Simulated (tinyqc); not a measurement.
Energy relaxation with and without hot phonons: decay of LO phonons and the hot-phonon bottleneck in the cooling of electrons. Computed by tinyqc, a small Python program. Command: `OMP_NUM_THREADS=1 python tinyqc.py 3005124 3005125 out.jsonl hotphonon walk`. One thread of a shared host (Intel(R) Xeon(R) Processor @ 2.30GHz), about 0.01 s of CPU time with the checks.

n(E, T) = 1/(exp(E/(k_B T)) - 1) is the Bose occupation. Electrons have a temperature T_e; the LO modes within their reach share one occupation N; the decay products stay at the lattice temperature.

Inputs (values chosen for the exercise, modelled on indium phosphide):
```
quantity,value,unit
LO energy hbar omega,42.7,meV
"lifetime at T = 0, tau_0",14,ps
weight b of the three-phonon channel,0.027,-
lattice temperature T,500,K
electron mass m*,0.0817,m_0
eps_inf,9.5,-
static dielectric constant eps_s,12.3,-
electron density n,2e+19,1/cm^3
"density of LO modes that the electrons reach, N_m",9.6e+19,1/cm^3
```

Decay channel: two equal phonons plus a three-phonon channel.

Constants: k_B = 8.617333262e-05 eV/K; c = 299792458 m/s; e^2/(4 pi eps_0) = 14.39964548 eV angstrom; hbar^2/(2 m_0) = 3.80998212 eV angstrom^2; hbar = 6.582119569e-16 eV s; e = 1.602176634e-19 C; k_B = 1.380649e-23 J/K.

Method:
- Decay rate 1/tau = (1/tau_0) [1 + 2 n_2 + b (1 + 3 n_3 + 3 n_3^2)]/(1 + b), n_2 = n(hbar omega/2), n_3 = n(hbar omega/3).
- Full width Gamma = 1/(2 pi c tau) in 1/cm, c in cm/s.
- Froehlich coupling alpha = (e^2/(4 pi eps_0)) (1/eps_inf - 1/eps_s) k_0/(2 hbar omega), k_0 = sqrt(m* hbar omega/(hbar^2/(2 m_0))); emission time tau_sp = hbar/(2 alpha hbar omega); bottleneck ratio r = (n/N_m) tau/tau_sp.
- Net emission per electron: [(N + 1) x - N]/tau_sp with x = exp(-hbar omega/(k_B T_e)), a simple two-level balance; steady state of the modes: n [(N + 1) x - N]/tau_sp = N_m (N - N_0)/tau; power per electron P = hbar omega [(N + 1) x - N]/tau_sp.
- P(T_e) = (hbar omega/tau_sp) [(N_0 + 1) x - N_0]/[1 + r (1 - x)], and r = 0 without hot phonons; energy relaxation time tau_E = (3/2) k_B (T_e - T)/P.

emission time tau_sp = 63.0407 fs

equilibrium LO occupation N_0 = 0.590320

bottleneck ratio r = 9.73476

phonon lifetime tau = 2.94570 ps

Cooling:
```
T_e (K),"P, cold phonons (nW)","P, hot phonons (nW)",ratio,tau_E (ps),N
530,3.6963,0.53471,6.9128,1.1619,0.63829
580,9.3837,1.4235,6.5920,1.1639,0.71801
650,16.462,2.6582,6.1927,1.1686,0.82877
800,28.835,5.2476,5.4948,1.1839,1.0611
1000,41.086,8.5528,4.8038,1.2107,1.3575
1300,53.824,13.175,4.0853,1.2575,1.7722
1800,66.990,20.041,3.3426,1.3434,2.3881
2500,77.491,28.176,2.7503,1.4700,3.1178
```

What follows from these numbers?

Reabsorption cuts the loss by a factor 6.91 at the lowest T_e and 2.75 at the highest; the factor is 1 + r (1 - x) with r = 9.73. tau_E runs from 1.2 to 1.5 ps, with its shortest value, 1.2 ps, at T_e = 530 K, against tau_sp = 63 fs and a phonon lifetime of 2.9 ps. For r (1 - x) much above 1 the loss tends to hbar omega (N_m/n)(n(hbar omega, T_e) - N_0)/tau, in which tau_sp no longer appears. In the coldest rows the electrons are degenerate, so (3/2) k_B (T_e - T) overstates their excess energy. Pauli blocking is left out, as are upper valleys and non-parabolic bands, which can matter above about 1000 K.

Extremes, crossings and ranges named in words are read from the listed rows.
